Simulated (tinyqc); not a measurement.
Deformation-potential model of the L valleys of a conduction band: sweeps and comparisons. A value that a table varies takes the place of the one given here.

Valleys with axes along [111], [1-1-1], [-11-1] and [-1-11], one whole valley each. Herring-Vogt shift of a valley with unit axis a: dE = Xd tr(e) + Xu a.e.a. Non-degenerate shares n_i = exp(-dE_i/kT)/sum_j exp(-dE_j/kT). Inverse mass tensor of a valley: (1 - a a)/mt + a a/ml; the masses are taken as independent of strain.

s11 = (C11 + C12)/((C11 - C12)(C11 + 2 C12)), s12 = -C12/((C11 - C12)(C11 + 2 C12)), s44 = 1/C44; exx = s11 sxx + s12 (syy + szz) and cyclic, exy = s44 sxy/2; tension is positive. A uniaxial stress X along the unit vector n is s_ij = X n_i n_j.

Constants: kB = 8.617333262e-05 eV/K.

Parameters, chosen for this exercise (near those of Ge; not measured data): ml = 1.552 m0 (longitudinal mass); mt = 0.08 m0 (transverse mass); Xd = -6.02 eV (dilation potential); Xu = 15.97 eV (uniaxial potential); C11 = 129.2 GPa; C12 = 47 GPa; C44 = 68.2 GPa; load = uniaxial [110] (kind of stress); T = 150 K (temperature); X1 = 0.3 GPa (size of the stress); X = 1.47 GPa (stress).

## Sweep of a uniaxial [110] stress

m_c = 1/(u.M.u) along [110] with M = sum_i n_i (inverse mass tensor); gain against zero stress at a fixed scattering time.

Results:
```
X (GPa)  spread (meV)  lowest edge (meV)  n [111]  n [1-1-1]  n [-11-1]  n [-1-11]  m_c (m0)  gain (%)
-3.00           234.2             -107.7    0.500      0.000      0.000      0.500    0.2176     -46.2
-1.50           117.1              -53.9    0.500      0.000      0.000      0.500    0.2175     -46.2
-0.60            46.8              -21.5    0.487      0.013      0.013      0.487    0.2083     -43.8
0.00              0.0                0.0    0.250      0.250      0.250      0.250    0.1170       0.0
0.60             46.8              -25.3    0.013      0.487      0.487      0.013    0.0813      43.8
1.50            117.1              -63.2    0.000      0.500      0.500      0.000    0.0800      46.2
3.00            234.2             -126.4    0.000      0.500      0.500      0.000    0.0800      46.2
```

Along [110] the gain is -46.2 % at -3.00 GPa and +46.2 % at 3.00 GPa. The slope at zero stress (from +/- 0.001 GPa), +139.6 % per GPa, carried to the ends would give -419 and +419 %; the response falls behind at both ends, as it saturates once the spread passes a few kT (kT = 12.9 meV, spread up to 234 meV).

## Gain for each load and current direction

Each load has the size X1. Gain m_c(0)/m_c - 1 in per cent from repopulation alone, m_c = 1/(u.M.u), M = sum_i n_i (inverse mass tensor); biaxial means sxx = syy.

Gain (%); + is tension, - compression:
```
load                [100]  [010]  [001]  [110]  [1-10]  [111]
uniaxial [110] (+)    0.0    0.0    0.0   33.2   -33.2   22.2
uniaxial [110] (-)    0.0    0.0    0.0  -33.2    33.2  -22.2
uniaxial [100] (+)    0.0    0.0    0.0    0.0     0.0    0.0
uniaxial [100] (-)    0.0    0.0    0.0    0.0     0.0    0.0
uniaxial [111] (+)    0.0    0.0    0.0   13.6   -13.6   27.3
uniaxial [111] (-)    0.0    0.0    0.0  -33.2    33.2  -66.4
biaxial (001) (+)     0.0    0.0    0.0    0.0     0.0    0.0
biaxial (001) (-)     0.0    0.0    0.0    0.0     0.0    0.0
```

The largest gain is +33.2 %, for uniaxial [110] (+) with the current along [110], uniaxial [110] (-) with the current along [1-10] and uniaxial [111] (-) with the current along [1-10]; for a [110] channel it is +33.2 %, under uniaxial [110] (+). No gain or loss appears under biaxial (001) and uniaxial [100]: the valleys stay equivalent.

## Temperature and repopulation

The load is fixed; m_c along [110] as 1/(u.M.u).

Results:
```
T (K)  kT (meV)  n [111]  n [1-1-1]  n [-11-1]  n [-1-11]  m_c (m0)
50         4.31    0.000      0.500      0.500      0.000    0.0800
77         6.64    0.000      0.500      0.500      0.000    0.0800
150       12.93    0.000      0.500      0.500      0.000    0.0800
225       19.39    0.001      0.499      0.499      0.001    0.0801
300       25.85    0.006      0.494      0.494      0.006    0.0806
400       34.47    0.017      0.483      0.483      0.017    0.0818
500       43.09    0.033      0.467      0.467      0.033    0.0834
```

The largest share falls from 0.500 at 50 K to 0.467 at 500 K (equal shares: 0.250); m_c goes from 0.0800 to 0.0834, against 0.1170 without stress. Only spread/kT enters, so the small-stress response goes as 1/T.

## What each parameter does

Spread of the valley edges, lowest edge, largest share and m_c along [110]. Each row changes one parameter from the base and keeps the others.

Results:
```
case              spread (meV)  lowest edge (meV)  largest share  m_c (m0)
base                    114.74             -61.96         0.4999    0.0800
ml = 1.862 m0           114.74             -61.96         0.4999    0.0800
mt = 0.064 m0           114.74             -61.96         0.4999    0.0640
Xd = -4.816 eV          114.74             -54.03         0.4999    0.0800
Xu = 19.164 eV          137.69             -66.42         0.5000    0.0800
C11 = 103.36 GPa        114.74             -62.56         0.4999    0.0800
C12 = 56.4 GPa          114.74             -61.60         0.4999    0.0800
C44 = 54.56 GPa         143.43             -76.30         0.5000    0.0800
X = 1.764 GPa           137.69             -74.35         0.5000    0.0800
T = 180 K               114.74             -61.96         0.4997    0.0800
```

The largest shifts from the base row, up to three for each result and ties (the steps differ in size, so this ranks the rows, not the parameters). spread (meV): C44 +28.69, Xu +22.95, X +22.95; unchanged at the printed digits by ml, mt, Xd, C11, C12 and T. lowest edge (meV): C44 -14.34, X -12.39, Xd +7.93; unchanged at the printed digits by ml, mt and T. largest share: T -0.0002, C44 +0.0001, Xu +0.0001, X +0.0001; unchanged at the printed digits by ml, mt, Xd, C11 and C12. m_c (m0): mt -0.0160; unchanged at the printed digits by ml, Xd, Xu, C11, C12, C44, X and T. Xd moves all valleys together, so it shifts the edge and nothing else.

Computed by tinyqc, a small Python program: `OMP_NUM_THREADS=1 python tinyqc.py 1050081 1050082 out.jsonl` (the numbers bound the seed that draws the inputs); one thread of a shared host (Intel(R) Xeon(R) Processor @ 2.30GHz), about 0.03 s for the whole set of steps.
